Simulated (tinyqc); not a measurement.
From results back to parameters: bond-orbital model of a tetrahedral semiconductor (Harrison's universal couplings). Five cases, with inputs chosen for the exercise.

Problem. In the bond-orbital model the bond-antibond splitting is 2 sqrt(V2^2 + V3^2), Z* = 4 ap - (Z - 4) with ap = V3/sqrt(V2^2 + V3^2), and V2 = 3.22 x 2c/d^2, c = hbar^2/2m0. The values below come from a hidden bond length and V3.

Constants: hbar^2/2m0 = 3.80998211 eV angstrom^2.

Find: V2, V3; d.

Method. ap = (Z* + Z - 4)/4; V3 = ap times half the splitting, V2 = sqrt(1 - ap^2) times it, and d = sqrt(6.44 c/V2).

Case 1.

Values chosen (out of a larger set: near tabulated values for InAs; the model gives trends, and its gaps can be far from the real ones; not measured data): Z = 5 (valence electrons of the anion).

splitting = 8.70947 eV
Z* = 1.24813 e

Solution.

V2, V3 (eV): 3.602  2.447

d = 2.610 angstrom

Case 2.

Values chosen (out of a larger set: near tabulated values for GaN; the model gives trends, and its gaps can be far from the real ones; not measured data): Z = 5 (valence electrons of the anion).

splitting = 16.17437 eV
Z* = 1.41122 e

Solution.

V2, V3 (eV): 6.453  4.875

d = 1.950 angstrom

Case 3.

Values chosen (out of a larger set: near tabulated values for GaN; the model gives trends, and its gaps can be far from the real ones; not measured data): Z = 5 (valence electrons of the anion).

splitting = 16.20003 eV
Z* = 1.41790 e

Solution.

V2, V3 (eV): 6.453  4.896

d = 1.950 angstrom

Case 4.

Values chosen (out of a larger set: near tabulated values for AlAs; the model gives trends, and its gaps can be far from the real ones; not measured data): Z = 5 (valence electrons of the anion).

splitting = 9.28657 eV
Z* = 0.89736 e

Solution.

V2, V3 (eV): 4.088  2.203

d = 2.450 angstrom

Case 5.

Values chosen (out of a larger set: near tabulated values for InAs; the model gives trends, and its gaps can be far from the real ones; not measured data): Z = 5 (valence electrons of the anion).

splitting = 8.57531 eV
Z* = 1.28330 e

Solution.

V2, V3 (eV): 3.520  2.447

d = 2.640 angstrom

Computed by tinyqc, one run a case: `OMP_NUM_THREADS=1 python tinyqc.py N N+1 out.jsonl` with N = 1480464, 1480683, 1480835, 1480857, 1481018; one thread of a shared Intel(R) Xeon(R) Processor @ 2.30GHz, about 0.01 s a run at most.
